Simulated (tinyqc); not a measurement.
# Worked calculation: thin-film transistor with exponential tail and deep states, accumulation layer

Computed by the program tinyqc: `OMP_NUM_THREADS=1 python tinyqc.py 2610022 2610023 out.jsonl`, one thread of a shared Intel Xeon 2.30GHz, about 0.02 s for the whole run. Printed values are rounded.

An undoped film in accumulation, thicker than the space-charge layer. With band bending psi the Fermi level lies E0 - psi below the band edge. Free electrons n = n0 exp(psi/Vt) carry the current; electrons in two exponential distributions of traps, a = a0 exp(psi/Va) and d = d0 exp(psi/Vp), do not. Linear regime, ohmic contacts, traps in equilibrium.

Values chosen for this exercise; values close to those of amorphous silicon: temperature T = 270 K; relative permittivity of the semiconductor eps_r = 11.8; density of extended states Nc = 3.7e19 cm^-3; band mobility mb = 9.5 cm^2/(V s); total density of tail states Nt = 7.1e19 cm^-3; characteristic temperature of the tail Tt = 340 K; total density of deep states Nd = 4.8e17 cm^-3; characteristic temperature of the deep states Td = 1140 K; bulk Fermi level below the band edge E0 = 0.54 eV; gate capacitance Ci = 100 nF/cm^2; ratio W/L WL = 5; drain voltage Vd = 0.1 V; gate voltage above flat band Vg = 4.2 V.

Constants: q = 1.602176634e-19 C, kB = 1.380649e-23 J/K, Vt = kB T/q, eps0 = 8.8541878128e-14 F/cm where lengths are in cm. Results are converted to the units shown.

Range of the model: The th form assumes a Fermi level far below the band edge; at the surface it overcounts the filled tail by a factor of about 1.7.

## Bulk densities

Va = kB Tt/q, Vp = kB Td/q; n0 = Nc exp(-E0/Vt), a0 = Nt th(T/Tt) exp(-E0/Va), d0 = Nd th(T/Td) exp(-E0/Vp), th(x) = pi x/sin(pi x).

Va = 0.0292989 V
Vp = 0.0982376 V
th(T/Tt) = 4.13981
n0 = 3.08067e9 cm^-3
a0 = 2.90995e12 cm^-3
d0 = 2.16181e15 cm^-3

## Iteration 1: surface potential by Newton steps

psi at the start = 0.44 V

Va = kB Tt/q, Vp = kB Td/q. G(psi) = sum over the three kinds of c0 [V (exp(psi/V) - 1) - psi], field F = sqrt(2 q G/(eps0 eps_r)); Vg = psi + eps0 eps_r F/Ci at the surface. f = psi + eps0 eps_r F/Ci - Vg, f' = 1 + q rho/(Ci F) with rho = sum c0 (exp(psi/V) - 1); psi(new) = psi - f/f'.

F = 309.794 kV/cm
f = -0.523294 V
f' = 54.6473
psi after iteration 1 = 0.449576 V

## Iteration 2: surface potential by Newton steps

As before.

F = 363.335 kV/cm
f = 0.0456799 V
f' = 64.4610
psi after iteration 2 = 0.448867 V

## Course of the iteration: surface potential by Newton steps

Stop when psi changes by less than 1e-10 V, or after 30 iterations. psi must stay between 0 and 5 V.

Course of the iteration:

| iteration | psi (V) | \|change\| (V) |
|---|---|---|
| 1 | 0.449576 | 9.58e-3 |
| 2 | 0.448867 | 7.09e-4 |
| 3 | 0.448863 | 4.37e-6 |
| 4 | 0.448863 | 1.65e-10 |
| 5 | 0.448863 | 0 |

Converged in 5 iterations. At the end the number of correct digits about doubles with each step.

## Free and total charge, current

psi_s = 0.448863 V

Va = kB Tt/q, Vp = kB Td/q. G(psi) = sum over the three kinds of c0 [V (exp(psi/V) - 1) - psi], field F = sqrt(2 q G/(eps0 eps_r)); Vg = psi + eps0 eps_r F/Ci at the surface. Total charge Q = Ci (Vg - psi_s); free charge Qf = q times the integral of n0 (exp(psi/Vt) - 1)/F over psi from 0 to psi_s; I = (W/L) mb Qf Vd; effective mobility mb Qf/Q.

surface densities (cm^-3): free 7.36291e17, tail 1.31016e19, deep 2.08534e17
Q = 375.114 nC/cm^2
Qf = 12.0875 nC/cm^2
effective mobility = 0.306124 cm^2/(V s)
I = 57.4156 nA

3.22 % of the induced charge is free, against 5.24 % of the electrons right at the surface.
